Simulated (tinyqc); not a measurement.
Relaxation at fixed composition: composition and strain of an epitaxial Si(1-x)Ge(x) layer from Raman and X-ray peaks. Computed by tinyqc, a small Python program. Command: `OMP_NUM_THREADS=1 python tinyqc.py 3009515 3009516 out.jsonl epiraman walk`. One thread of a shared host (Intel(R) Xeon(R) Processor @ 2.30GHz), about 0.01 s of CPU time with the checks.

A (001) layer, biaxially strained in the plane. The Raman peaks follow empirical lines omega = w0 + c1 x + c3 x^3 + b eps (c3 for Si-Ge alone), with eps the in-plane strain.

Inputs (values chosen for the exercise, modelled on silicon-germanium): Ge fraction x = 0.57; lattice constant of Si = 5.431 angstrom; lattice constant of Ge = 5.658 angstrom; bowing B = 0.026 angstrom; 2 C12/C11 of Si = 0.775; 2 C12/C11 of Ge = 0.745; Si-Si: w0 = 520.8 1/cm; Si-Si: c1 = -67.3 1/cm; Si-Si: strain coefficient b = -740 1/cm; Ge-Ge: w0 = 280.5 1/cm; Ge-Ge: c1 = 19.6 1/cm; Ge-Ge: strain coefficient b = -458 1/cm; X-ray wavelength = 1.540598 angstrom.

Substrate: germanium.

Method:
- Relaxed lattice constant a(x) = a_Si + (a_Ge - a_Si) x - B x (1 - x).
- In-plane constant a_par = a_sub + R (a(x) - a_sub); eps = a_par/a(x) - 1; eps_perp = -(2 C12/C11) eps with 2 C12/C11 linear in x; a_perp = a(x) (1 + eps_perp).
- (004) Bragg angle theta = arcsin(2 lambda/a), with a = a_perp for the layer and a_sub for the substrate; separation = layer less substrate. The apparent x is the one that a fully strained layer (R = 0) would need to give the same a_perp.

Signatures; columns: (1) R; (2) eps (per mille); (3) Si-Si (1/cm); (4) Ge-Ge (1/cm); (5) a_perp (angstrom); (6) (004) separation (arcsec); (7) apparent x if R = 0 is assumed:
```
(1)      (2)     (3)     (4)     (5)     (6)      (7)
0.00  18.722  468.58  283.10  5.4752  4503.5  0.57000
0.15  15.914  470.66  284.38  5.4870  4201.1  0.59885
0.30  13.105  472.74  285.67  5.4989  3900.3  0.62755
0.50   9.361  475.51  287.38  5.5146  3501.7  0.66558
0.70   5.617  478.28  289.10  5.5304  3105.9  0.70334
0.85   2.808  480.36  290.39  5.5422  2810.9  0.73149
1.00   0.000  482.44  291.67  5.5540  2517.4  0.75950
```

What follows from these numbers?

Full relaxation moves the Si-Si peak by +13.85 per cm and shrinks the X-ray separation to 56 % of its strained value, about 1/(1 + 2 C12/C11). A symmetric reflection alone cannot part x from R: a relaxed layer read as strained gives x = 0.759 in place of 0.57. An asymmetric reflection or a second peak is needed.

Extremes, crossings and ranges named in words are read from the listed rows.
